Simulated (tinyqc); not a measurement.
Threshold of a short bulk MOSFET: charge sharing, barrier lowering, narrow width: threshold roll-off against channel length.

n-channel device on a p-type body, depletion approximation, full ionisation. Uniform doping N = Na. Vbi from Boltzmann statistics is rough for the degenerate source. Cox = eps0 eox/tox.

ni = sqrt(Nc Nv) exp(-Eg/(2 Vt)), Eg in volts; 2 pB = 2 Vt ln(N/ni); flat band Vfb - Vt ln(N/Na); Wd = sqrt(2 eps0 eps_r (2 pB - Vbs)/(q N)); body term q N Wd/Cox; long-channel VT0 = flat band + 2 pB + body term; Vbi = Vt ln(N Nsd/ni^2); scale length l = sqrt((eps_r/eox) tox Wd). Charge sharing (trapezoid; it ignores Vds): F = (xj/L)(sqrt(1 + 2 Wd/xj) - 1), lowering = body term times F. Barrier lowering: th = exp(-L/(2 l)) + 2 exp(-L/l), lowering = th [2 (Vbi - 2 pB) + Vds], DIBL = th. Narrow width: rise = body term times xw Wd/W. VT by each model = VT0 - lowering + rise. DIBL under 0.001 mV/V is printed as 0.

Values chosen for this exercise; band and dielectric values close to those of silicon: temperature T = 300 K; band gap Eg = 1.12 eV; relative permittivity eps_r = 11.9; conduction-band density of states at T Nc = 2.82e19 cm^-3; valence-band density of states at T Nv = 2.69e19 cm^-3; relative permittivity of the gate insulator (close to zirconium oxide) eox = 24.7; insulator thickness tox = 24 nm; channel doping Na = 9.2e16 cm^-3; source and drain doping Nsd = 1e20 cm^-3; flat-band voltage for the doping Na Vfb = -0.9 V; junction depth xj = 17 nm; body-source voltage Vbs = 0 V; drain-source voltage Vds = 1.2 V; gate width W = 1700 nm; shape factor of the fringing depletion at the width edges xw = 0.

Constants: q = 1.602176634e-19 C, kB = 1.380649e-23 J/K, Vt = kB T/q, eps0 = 8.8541878128e-14 F/cm where lengths are in cm. Results are converted to the units shown.

The same in every row: N (cm^-3) = 9.2000e16; VT0 (V) = 0.10089.

Threshold roll-off against channel length:

| L (nm) | L/l | F | DIBL (mV/V) | VT, charge sharing (V) | VT, barrier lowering (V) |
|---|---|---|---|---|---|
| 110 | 3.1040 | 0.41911 | 301.57 | 0.027258 | -0.37000 |
| 160 | 4.5148 | 0.28814 | 126.51 | 0.050269 | -0.096648 |
| 230 | 6.4901 | 0.20045 | 42.004 | 0.065677 | 0.035306 |
| 340 | 9.5940 | 0.13560 | 8.3906 | 0.077070 | 0.087792 |
| 490 | 13.827 | 0.094087 | 0.99639 | 0.084363 | 0.099338 |
| 710 | 20.035 | 0.064933 | 0.044625 | 0.089485 | 0.10082 |
| 1000 | 28.218 | 0.046103 | 0 | 0.092794 | 0.10089 |
| 1500 | 42.327 | 0.030735 | 0 | 0.095494 | 0.10089 |
| 2100 | 59.257 | 0.021954 | 0 | 0.097037 | 0.10089 |

VT by barrier lowering rises from -0.370 to 0.101 V and VT by charge sharing rises from 0.0273 to 0.0970 V. DIBL is under 100 mV/V from L = 230 nm on among the rows (th = 0.1 at L/l = 4.92). For L = 110 DIBL exceeds 250 mV/V, where the barrier formula is rough.

Computed by the program tinyqc: `OMP_NUM_THREADS=1 python tinyqc.py 2002066 2002067 out.jsonl`, one thread of a shared Intel Xeon 2.30GHz, about 0.01 s for the whole run.
